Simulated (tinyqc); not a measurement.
A discretised effective-mass wire between two leads, recursive Green functions: one step of the calculation.

Finite differences on a grid of step a give a chain with hopping -t, t = C/(m a^2), C = hbar^2/(2 m0), and site energies 2 t + U_i for the N = 8 sites of the device; the semi-infinite leads have site energy 2 t. Each slice is one site, and V = -t couples neighbouring slices.

Question. Forward pass. Forward pass: g_1 = (E - H_1 - Sigma)^(-1), g_i = (E - H_i - V g_(i-1) V^dagger)^(-1), with Sigma also subtracted on the last slice; G_(i,1) = g_i V G_(i-1,1), starting from g_1. H_i is the block of slice i, its site energy.

Inputs (values chosen for the exercise):
```
symbol,value,unit,meaning
m,0.067,m0,effective mass
a,0.81,nm,grid step
U,"[0, 0.122, 0.204, 0.245, 0.245, 0.204, 0.122, 0]",eV,potential on the sites 1 to N
E,0.161,eV,energy above the band bottom of the leads
```

Constants: q = 1.602176634e-19 C, hbar = 1.054571817e-34 J s, m0 = 9.1093837015e-31 kg, hbar^2/(2 m0) = 0.0380998212 eV nm^2. Results are converted to the units shown.

Sigma = -0.78621856-0.36477587i eV

Give: g_i; G_(i,1) of the forward pass.

Answer.

g_i, site 1 to 8 (1/eV): [-1.047-0.486i, -0.948-0.381i, -0.876-0.236i, -0.843-0.129i, -0.839-0.068i, -0.871-0.039i, -0.960-0.027i, -0.425-2.525i]
G_(i,1) of the forward pass, site 1 to 8 (1/eV): [-1.047-0.486i, -0.700-0.744i, -0.380-0.708i, -0.198-0.560i, -0.111-0.419i, -0.070-0.320i, -0.050-0.268i, 0.568-0.209i]

tinyqc, about 0.02 s, one thread, Intel Xeon 2.30GHz (shared host): `OMP_NUM_THREADS=1 python tinyqc.py 2660018 2660019 out.jsonl`
